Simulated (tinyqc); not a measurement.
# Worked calculation: single-electron transistor, orthodox theory and master equation

tinyqc, about 0.01 s, one thread, Intel Xeon 2.30GHz (shared host): `OMP_NUM_THREADS=1 python tinyqc.py 2780105 2780106 out.jsonl` Printed values are rounded.

A metal island with n extra electrons joins the left lead (voltage V) and the right lead (0 V) by tunnel junctions and couples to a gate. Cs = CL + CR + Cg. Adding electron n + 1 costs mu(n) = [q (n + 1/2) - CL V - Cg Vg]/Cs (in volts); the Fermi levels are -V (left) and 0 (right). A jump that gains the energy W has the rate G(W) = (W/q)/(R [1 - exp(-W/Vt)]), W in volts, Vt = kB T/q. Sequential tunnelling only; I > 0 flows from left to right.

Parameters, values chosen for the exercise:
- CL = 34 aF (capacitance of the left junction)
- CR = 44 aF (capacitance of the right junction)
- Cg = 9.6 aF (gate capacitance)
- RL = 590 kohm (resistance of the left junction)
- RR = 12000 kohm (resistance of the right junction)
- T = 0.83 K (temperature)
- V = 3.5 mV (bias of the left lead)
- Vg = 2.7 mV (gate voltage)
- n0 = -2 (lowest charge state kept)
- n1 = 1 (highest charge state kept)

Constants: q = 1.602176634e-19 C, kB = 1.380649e-23 J/K, Vt = kB T/q. Results are converted to the units shown.

Range of the model: Cotunnelling, which dominates deep in the blockade, is left out.

## Charging energy and addition levels

q/Cs, the gate period q/Cg, and mu(n) for the transitions kept.

q/Cs = 1.82897 mV
q/Cg = 16.6893 mV
kB T/(q^2/Cs) = 0.0391061
mu(n), n to n + 1, n -2 to 0 (mV): [-4.39779, -2.56882, -0.73985]

## Tunnelling rates

Onto the island: from the left W = -V - mu(n), from the right W = -mu(n); off the island (n + 1 to n): to the left W = mu(n) + V, to the right W = mu(n).

| n to n + 1, n | on from left (1/ns) | on from right (1/ns) | off to left (1/ns) | off to right (1/ns) |
|---|---|---|---|---|
| -2 | 9.49761 | 2.28740 | 3.35898e-5 | 4.52751e-27 |
| -1 | 2.18444e-5 | 1.33611 | 9.85079 | 3.37208e-16 |
| 0 | 5.07808e-16 | 0.384829 | 29.1991 | 1.23840e-5 |

## Probabilities and current

Steady state: p(n + 1)/p(n) = (sum of on rates)/(sum of off rates), normalised. I = q sum_n [p(n + 1) (off to left) - p(n) (on from left)].

p(n), n -2 to 1: [2.50584e-6, 0.879177, 0.119249, 0.00157164]
I = 0.195557 nA
mean n = -0.877610

Two plain resistors in series would pass 0.278 nA; this is 70.3 % of that. 2 charge states hold more than 1 % each.
